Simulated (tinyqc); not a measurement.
Doping level: carrier statistics of a doped semiconductor with parabolic bands.

Eg(T) = Eg0 - al T^2/(T + be); m_de = Mv^(2/3) (ml mt^2)^(1/3); m_dh = (mhh^(3/2) + mlh^(3/2))^(2/3); Nc and Nv from N = 2 (m kB T/(4 pi c))^(3/2) with c = hbar^2/2m0, in 1/angstrom^3; times 1e24 for 1/cm^3.

Energies are counted from Ev, so Ec = Eg. n = Nc F_1/2((EF - Eg)/kT), p = Nv F_1/2(-EF/kT), ND+ = ND/(1 + 2 exp((EF - Eg + ED)/kT)), NA- = NA/(1 + 4 exp((EA - EF)/kT)); neutrality asks p + ND+ = n + NA-. F_j(eta) = (1/Gamma(j + 1)) integral_0^infinity x^j dx/(1 + exp(x - eta)), which tends to exp(eta) for eta << 0.

Constants: hbar^2/2m0 = 3.80998211 eV angstrom^2; kB = 8.617333262e-05 eV/K.

Parameters, chosen for this exercise (near those of SiC; not measured data): Eg0 = 3.296 eV (gap at 0 K); al = 0.000627 eV/K (Varshni alpha); be = 1244 K (Varshni beta); ml = 0.336 m0 (longitudinal electron mass); mt = 0.425 m0 (transverse electron mass); Mv = 3 (equivalent valleys); mhh = 0.957 m0 (heavy-hole mass); mlh = 0.452 m0 (light-hole mass); ED = 0.0622 eV (donor level below Ec); EA = 0.198 eV (acceptor level above Ev); T = 250 K.

Only donors are present (NA = 0); eta is the distance of EF beyond the conduction edge in units of kT.

Neutral state:

| ND (1/cm^3) | EF (eV) | majority (1/cm^3) | ionised share | eta |
|---|---|---|---|---|
| 1.0e+14 | 3.0143 | 1.00e+14 | 1.000 | -11.86 |
| 1.0e+15 | 3.0639 | 9.97e+14 | 0.997 | -9.56 |
| 1.0e+16 | 3.1130 | 9.76e+15 | 0.976 | -7.28 |
| 1.0e+17 | 3.1591 | 8.26e+16 | 0.826 | -5.14 |
| 1.0e+18 | 3.1962 | 4.59e+17 | 0.459 | -3.41 |
| 3.0e+18 | 3.2109 | 8.99e+17 | 0.300 | -2.73 |
| 3.0e+19 | 3.2390 | 3.13e+18 | 0.104 | -1.43 |

Give the missing row, ND (1/cm^3) = 1.0e+19.

Computed row:
```
ND (1/cm^3)  EF (eV)  majority (1/cm^3)  ionised share    eta
1.0e+19       3.2259           1.76e+18          0.176  -2.04
```

The impurity level lies at 3.2076 eV. The ionised share falls from 1.000 to 0.104 as EF passes through it between 1e+18 and 3e+18 1/cm^3 (share 1/3 there); it is below one half from 1e+18 1/cm^3 on. Over the last two rows the doping grows threefold and the majority density by a factor 1.78. EF comes within 3 kT of the majority band edge from 3e+18 1/cm^3 on. Above roughly 9e+18 1/cm^3 (N^(1/3) a = 0.26, with the radius a = sqrt(c/(m E)) from the ionisation energy E and the mass (ml mt^2)^(1/3)) the levels merge with the band and real ionisation is complete; sharp levels then overstate freeze-out.

Program tinyqc; command `OMP_NUM_THREADS=1 python tinyqc.py 1652681 1652682 out.jsonl`; about 0.01 s on one thread of a shared Intel(R) Xeon(R) Processor @ 2.30GHz.
